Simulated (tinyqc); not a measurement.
Global model of a low-pressure process discharge: electron temperature, density, ion flux and ion energy: one step, computed by the program tinyqc. Command: `OMP_NUM_THREADS=1 python tinyqc.py 3113347 3113348 out.jsonl plasma walk`. One thread of a shared host (Intel(R) Xeon(R) Processor @ 2.30GHz), about 0.01 s of CPU time with the checks.

Maxwellian electrons with temperature T_e in eV, one positive ion, no negative ions, uniform bulk density n; rate constants have the Arrhenius form.

Question. Energy per pair and density. E_c = E_iz + (X0 exp(-E_ex/T_e) E_ex + K_el (3 m_0/M) T_e)/K_iz; wall potential V_s = (T_e/2) ln(M/(2 pi m_0)); E_T = E_c + 2 T_e + T_e/2 + V_s; n = P/(e u_B A_eff E_T); ion current density J = e h_L n u_B; ionised share n/n_g.

Inputs (values chosen for the exercise, of the order of those of an inductive discharge in a simple atomic gas): ion mass M = 40 u; ionisation energy E_iz = 15.5 eV; excitation prefactor X0 = 1.5e-14 m^3/s; excitation energy E_ex = 10.1 eV; elastic rate constant K_el = 1.4e-13 m^3/s; gas temperature T_g = 600 K; radius R = 20 cm; height L = 10 cm; absorbed power P = 500 W.

T_e = 1.822062 eV

K_iz = 1.273104e-17 m^3/s

Bohm velocity u_B = 2096.439 m/s

A_eff = 497.4514 cm^2

h_L = 0.1594927

gas density n_g = 6.518673e+20 1/m^3

Constants: m_0 = 9.1093837015e-31 kg; u = 1.6605390666e-27 kg; e = 1.602176634e-19 C.

Give: collisional loss per pair E_c; wall potential V_s; E_T; plasma density n; ion current density J; ionised share.

Answer.

collisional loss per pair E_c = 62.902 eV

wall potential V_s = 8.5265 V

E_T = 75.984 eV

plasma density n = 3.9383e+11 1/cm^3

ion current density J = 2.1098 mA/cm^2

ionised share = 6.0415e-04

Collisions take 83 % of the power and the walls the rest. T_e came from the particle balance alone; the power sets only n. Caution: at so short an ion path the formulas for h_L and h_R give way to the ambipolar-diffusion limit.
